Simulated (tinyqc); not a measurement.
From results back to parameters: two-band massive Dirac model of the K valleys.

Problem. In the valley model H = [[D/2, a t (kx - i ky)], [a t (kx + i ky), -D/2 + lam sz]], sz = +/-1, a t is hbar v. The gaps of the two spins, A and B, are G = D - lam and D + lam, the band-edge mass of A is c (D - lam)/(a t)^2, c = hbar^2/2m0, and its Berry curvature at the edge is 2 (a t)^2/G^2 in size. The values below come from hidden D, lam and t.

Constants: hbar^2/2m0 = 3.80998211 eV angstrom^2.

Parameters, chosen for this exercise (out of a larger set: near those used for monolayer MoSe2; not measured data): a = 3.321 angstrom (lattice constant).

gaps (eV): A 1.3680, B 1.5720

mass of A = 0.492061 m0

Find: D, lam, t; |Omega| at the A edge.

Solution. The mean of the gaps is D and half their difference lam; a t = sqrt(c G_A/m). The curvature 2 (a t)^2/G^2 equals 2c/(m G).

D, lam, t (eV): 1.470  0.102  0.980

|Omega| at the A edge = 11.320 angstrom^2

Run: tinyqc, `OMP_NUM_THREADS=1 python tinyqc.py 1482388 1482389 out.jsonl`; Intel(R) Xeon(R) Processor @ 2.30GHz, one thread, shared host; about 0.01 s of CPU time with all checks.
